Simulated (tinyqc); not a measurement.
Levels of description: finite square well with mass mismatch (envelope functions).

A square well of width L and depth V0, mass mw inside and mb outside, energies from the bottom of the well, c = hbar^2/2m0. k = sqrt(mw E/c), kappa = sqrt(mb (V0 - E)/c). psi and psi'/m are continuous at the walls (BenDaniel-Duke), so level n solves k L + 2 atan[(k/mw)/(kappa/mb)] = n pi.

Non-parabolic bands: mw is replaced by mw (1 + alpha_w E) and mb by mb (1 - alpha_b (V0 - E)), in k, kappa and the matching condition alike.

Constants: hbar^2/2m0 = 3.80998211 eV angstrom^2.

Values chosen for the exercise (near those of an InGaAs well in InP; shifted at random, so the results belong to these values and not to a real crystal): L = 96 angstrom (well width); V0 = 0.257 eV (barrier height); mw = 0.0407 m0 (mass in the well); mb = 0.0834 m0 (mass in the barrier); alpha_w = 1.22 1/eV (non-parabolicity in the well); alpha_b = 0.15 1/eV (non-parabolicity in the barrier).

The same well five ways. mb = mw: the barrier takes the mass of the well. psi' continuous: kappa holds mb but the condition drops the masses, k L + 2 atan(k/kappa) = n pi. The last column is measured against BenDaniel-Duke.

Cases:

| model |
|---|
| infinite walls |
| mb = mw |
| BenDaniel-Duke |
| psi' continuous |
| non-parabolic |

Rank the cases by E1, lowest first.

Answer: non-parabolic, BenDaniel-Duke, mb = mw, psi' continuous, infinite walls.

Levels (eV):

| model | E1 | E2 | E3 | E1 - E1(BDD) (meV) |
|---|---|---|---|---|
| infinite walls | 0.1003 | 0.4010 | 0.9023 | 58.8 |
| mb = mw | 0.0503 | 0.1845 | - | 8.8 |
| BenDaniel-Duke | 0.0415 | 0.1688 | - | 0.0 |
| psi' continuous | 0.0591 | 0.2004 | - | 17.6 |
| non-parabolic | 0.0411 | 0.1548 | - | -0.4 |

Hard walls put E1 58.8 meV too high. Ignoring the mass step moves it by +8.8 meV and the wrong matching by +17.6 meV: with mb/mw = 2.05, continuity of psi'/m lets the slope outside be 2.05 times the slope inside, which acts like a softer wall. Non-parabolicity shifts E1 by -0.4 meV, the balance of a heavier mass in the well, which lowers it, and a lighter mass deep in the barrier, which hardens the wall. Among the finite wells the largest departure in E1 is that of the model 'psi' continuous'.

(tinyqc, `OMP_NUM_THREADS=1 python tinyqc.py 1281428 1281429 out.jsonl`, Intel(R) Xeon(R) Processor @ 2.30GHz, 1 thread, shared host, about 0.01 s.)
